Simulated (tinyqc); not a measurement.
# Charge-trap memory cell, step by step

tinyqc, about 0.08 s, one thread, Intel Xeon 2.30GHz (shared host): `OMP_NUM_THREADS=1 python tinyqc.py 2130165 2130166 out.jsonl` Printed values are rounded.

Channel, tunnel oxide, storage layer, blocking layer, gate. N electrons per area sit in a sheet at the centroid and shift the threshold by U = (q/eps0) N (tb/eb + xc tn/en). EOT = t1 + 3.9 (tn/en + tb/eb); tunnel field F = (Vg - U)/EOT; dN/dt = eta (J/q)(1 - N/Nm). Fowler-Nordheim: J = A F^2 exp(-B/F), A = q^2/(16 pi^2 hbar mo phi) (times 1e14 for A/cm^2 with F in V/nm, emitter mass m0), B = (4/3) sqrt(mo/C) phi^1.5, C = hbar^2/(2 m0).

Inputs (values chosen for the exercise); oxide values close to those of silicon dioxide, storage layer close to silicon nitride, blocking layer close to aluminium oxide:
```
symbol   value   unit                                                      meaning
phi       3.05     eV                                               tunnel barrier
mo        0.44     m0                                              tunnelling mass
t1         5.2     nm                              tunnel oxide (permittivity 3.9)
tn         6.2     nm                                                storage layer
en         7.2                                           its relative permittivity
tb        13.5     nm                                               blocking layer
eb           9                                           its relative permittivity
xc        0.31         charge centroid, share of tn counted from the blocking side
eta        0.6                                capture efficiency of an empty layer
Nm      8.2e12  cm^-2                                                 trap density
T          358      K                                          storage temperature
E1        0.96     eV                                        shallowest trap depth
E2        2.12     eV                                           deepest trap depth
nu        1e13    1/s                                            attempt frequency
Vg        15.4      V            gate voltage less flat band and surface potential
d0      2.1e-6      s                                              first time step
gr         1.6                                                  growth of the step
n           10                                                               steps
```

Constants: q = 1.602176634e-19 C, kB = 1.380649e-23 J/K, hbar = 1.054571817e-34 J s, m0 = 9.1093837015e-31 kg, Vt = kB T/q, eps0 = 8.8541878128e-14 F/cm where lengths are in cm, hbar^2/(2 m0) = 0.0380998212 eV nm^2. Results are converted to the units shown.

Range of the model: The Fowler-Nordheim form needs F t1 above phi; trap-assisted paths and leakage through the blocking layer are left out.

## Constants of the stack

EOT, the shift for 1e12 electrons per cm^2, the shift with all traps full, and the starting field, current and rate.

EOT = 14.4083 nm
shift for 1e12 cm^-2 = 0.319731 V
shift with all traps full = 2.62179 V
F(0) = 1.06883 V/nm
J(0) = 0.0204696 A/cm^2
dN/dt at the start = 7.66568e16 cm^-2 s^-1

## Midpoint steps of growing length

N(half) = N + (d/2) r(N), N(new) = N + d r(N(half)), r = dN/dt; the step starts at d0 and is multiplied by gr each time. Field in the blocking layer (3.9 F + q N/eps0)/eb.

```
step       t (s)   N (cm^-2)    U (V)  F (V/nm)  blocking field (V/nm)
0              0           0  0.00000   1.06883               0.463158
1         2.1e-6  1.52974e11  0.04891   1.06543               0.464763
2        5.46e-6  3.69858e11  0.11826   1.06062               0.467038
3     1.08360e-5  6.62643e11  0.21187   1.05412               0.470109
4     1.94376e-5  1.03585e12  0.33119   1.04584               0.474024
5     3.32002e-5  1.48373e12  0.47439   1.03590               0.478722
6     5.52203e-5  1.99162e12  0.63678   1.02463               0.484049
7     9.04524e-5  2.54055e12  0.81229   1.01245               0.489808
8     1.46824e-4  3.11182e12  0.99495   0.99977               0.495800
9     2.37018e-4  3.68965e12  1.17970   0.98695               0.501861
10    3.81329e-4  4.26172e12  1.36260   0.97426               0.507862
```

A converged integration gives U = 1.389 V at the last time; the steps are 1.9 % below that. The tunnel field falls by 8.85 % while the blocking field rises by 9.65 %.

## Retention after ten years

Retention: filled traps are spread evenly in depth from E1 to E2, and each empties at the rate nu exp(-E/kB T). The share left is the mean of exp(-nu t exp(-E/kB T)) = [kB T/(E2 - E1)] [E1x(nu t exp(-E2/kB T)) - E1x(nu t exp(-E1/kB T))], E1x the exponential integral; traps shallower than about Ed = kB T ln(nu t) are empty. t = 3.15576e8 s.

Ed = 1.52719 eV
share left = 0.495695
loss a decade while Ed lies between E1 and E2, kB T ln 10/(E2 - E1) = 0.0612370

The sharp-edge estimate (E2 - Ed)/(E2 - E1) is 0.511; the true edge lies 0.577 kB T deeper.
